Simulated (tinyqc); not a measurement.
Comparisons within one model: averaged masses of warped heavy- and light-hole bands. A value that a table varies takes the place of the one given here.

Four-band hole energies E = c k^2 f(u), c = hbar^2/2m0, f = g1 -/+ 2 sqrt(g2^2 + 3 (g3^2 - g2^2) s), s = ux^2 uy^2 + uy^2 uz^2 + uz^2 ux^2 for the unit vector u; minus for heavy, plus for light holes; the mass along u is 1/f.

Grid: n x n midpoints in cos(theta) from 0 to 1 and phi from 0 to pi/2, equal weights. m_d = <f^(-3/2)>^(2/3). Conductivity mass for one scattering time: 1/m_c = <|w|^2 f^(-5/2)>/<f^(-3/2)> with w = grad_k(k^2 f)/(2 k), that is |w|^2 = f^2 + |angular gradient of f|^2/4.

Inputs chosen for the exercise (out of a larger set: near those of InAs; not measured data):
```
symbol  value  unit  meaning
g1      19.7         Luttinger gamma1
g2      8.56         gamma2
g3      9.09         gamma3
```

## Ways to average over directions

Heavy and light m_d on grids of growing n, against n = 160; also the three-direction rule <F> = (10 F[100] + 16 F[110] + 9 F[111])/35 and the spherical masses 1/(g1 (1 -/+ mu)), mu = (6 g3 + 4 g2)/(5 g1).

Masses (m0):
```
method             heavy   light  error heavy (%)  error light (%)
grid n = 1        0.6510  0.0264            23.22            -1.07
grid n = 2        0.5378  0.0267             1.79            -0.17
grid n = 3        0.5330  0.0267             0.89            -0.08
grid n = 5        0.5298  0.0267             0.27            -0.03
grid n = 10       0.5287  0.0267             0.07            -0.01
grid n = 160      0.5283  0.0267             0.00             0.00
three directions  0.5418  0.0267             2.55             0.02
spherical         0.5144  0.0267            -2.64             0.01
[100] alone       0.3876  0.0272           -26.64             1.74
```

The heavy mass is within 1 % from grid n = 3 on. Three directions err by +2.55 %, the spherical form by -2.64 % and [100] alone by -26.6 %; for light holes the same three err by +0.02, +0.01 and +1.7 %. The power -3/2 weights the heavy directions near [111], which a mean of f misses.

## Cyclotron masses against the field direction

For the central orbit m_cyc is the mean of 1/f(u) over the directions u normal to B (360 points on the circle). B lies in the (1-10) plane at the angle from [001]; 54.7 degrees is [111], 90 is [110].

Masses (m0):
```
angle (degrees)   heavy   light
0.0              0.4672  0.0269
15.0             0.4838  0.0268
30.0             0.5238  0.0267
45.0             0.5565  0.0266
54.7             0.5621  0.0266
70.0             0.5555  0.0266
90.0             0.5485  0.0267
```

The heavy mass is smallest at 0 and largest at 54.7 degrees of the angles listed, a spread of 20 %; the light mass varies by 1.1 %. The orbit normal to [001] has s between 0 and 1/4, the orbit normal to [111] has s = 1/4 all round, which gives 1/(g1 - sqrt(g2^2 + 3 g3^2)) = 0.5621. This is the classical limit; low Landau levels of holes depart from it.

## Several materials

The inputs are values chosen for the exercise; n = 40; delta = (g3 - g2)/g1.

Results:
```
case            g1    g2    g3  m_d heavy  m_c heavy  m_d light  delta
A near AlAs   3.79  0.83  1.43      0.780      0.642     0.1612  0.158
B near InP    5.12  1.61  2.10      0.810      0.693     0.1118  0.096
C near InAs  20.09  8.49  9.18      0.453      0.407     0.0264  0.034
D near Ge    13.32  4.22  5.69      0.353      0.277     0.0424  0.110
E near Si     4.27  0.34  1.45      0.524      0.416     0.1553  0.260
F near GaSb  13.42  4.67  5.99      0.448      0.332     0.0410  0.098
```

Heavy masses span a factor of 2.3 and light ones 6.1: the coupling to the conduction band adds to g1, 2 g2 and 2 g3 alike, so it cancels for heavy holes and doubles for light ones. The ratio m_c/m_d of the heavy holes is lowest for F (0.74); delta is largest for E; the heavy band feels the warping rather through (g3 - g2)/(g1 - 2 g3), which runs from 0.40 to 0.92 here and is 0.92 for the case with the lowest ratio.

## What each parameter does

n = 40. Each row changes one parameter from the base and keeps the others.

Results:
```
case         m_d heavy (m0)  m_c heavy (m0)  m_d light (m0)  m_c light (m0)
base                 0.5284          0.4841          0.0267          0.0267
g1 = 20.291          0.4010          0.3804          0.0263          0.0263
g2 = 8.817           0.5804          0.5631          0.0266          0.0265
g3 = 8.817           0.4424          0.4353          0.0269          0.0269
```

The largest shifts from the base row, up to three for each result and ties (the steps differ in size, so this ranks the rows, not the parameters). m_d heavy (m0): g1 -0.1274, g3 -0.0860, g2 +0.0520. m_c heavy (m0): g1 -0.1037, g2 +0.0790, g3 -0.0488. m_d light (m0): g1 -0.0004, g3 +0.0002, g2 -0.0001. m_c light (m0): g1 -0.0004, g3 +0.0002, g2 -0.0001.

Run: tinyqc, `OMP_NUM_THREADS=1 python tinyqc.py 1081203 1081204 out.jsonl`; Intel(R) Xeon(R) Processor @ 2.30GHz, one thread, shared host; about 0.03 s of CPU time with all checks.
